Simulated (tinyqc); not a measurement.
# Ballistic conductance of a hard-wall wire of rectangular section by counting modes, step by step

Computed by the program tinyqc: `OMP_NUM_THREADS=1 python tinyqc.py 2740014 2740015 out.jsonl`, one thread of a shared Intel Xeon 2.30GHz, about 0.3 s for the whole run. Printed values are rounded.

Subband edges E_(a,b) = (C pi^2/m) [(a/W)^2 + (b/Hh)^2], a, b = 1, 2, ...; C = hbar^2/(2 m0). Every mode transmits fully; spin gives the factor 2 in 2 q^2/h, valleys the factor gv.

Inputs (values chosen for the exercise): temperature T = 77 K; mass m = 0.022 m0; valleys gv = 1; Fermi energy above the bulk band edge Ef = 0.388 eV; width W = 24 nm; height Hh = 11 nm; highest subband edge listed Et = 0.485 eV.

Constants: q = 1.602176634e-19 C, kB = 1.380649e-23 J/K, hbar = 1.054571817e-34 J s, h = 6.62607015e-34 J s, m0 = 9.1093837015e-31 kg, Vt = kB T/q, hbar^2/(2 m0) = 0.0380998212 eV nm^2. Results are converted to the units shown.

## Subband edges and their occupation

List the edges below Et; each adds its degeneracy times f = 1/(1 + exp((E_n - Ef)/Vt)) to the thermal mode count.

edge, mode 1,1 to 3,1 (eV): [0.170933, 0.259955, 0.408325]
degeneracy, mode 1,1 to 3,1: [1, 1, 1]
f, mode 1,1 to 3,1: [1.00000, 1.00000, 0.04465]

## Conductance and ballistic resistance

G = (2 q^2/h) gv M; at zero temperature M counts the edges below Ef, at T it is the sum of degeneracy times f. The smooth (Sharvin) count is kF^2 A/(4 pi), kF = sqrt(m Ef/C), A = W Hh, perimeter p = 2 (W + Hh), and with the boundary term kF^2 A/(4 pi) - kF p/(4 pi). The sum runs over the edges listed.

M at zero temperature = 2
M at T = 2.04465
G = 158.421 uS
resistance 1/G = 6.31228 kohm
smooth count = 4.70680

The smooth count is 2.30 times M at T. With the boundary term it is 2.07.
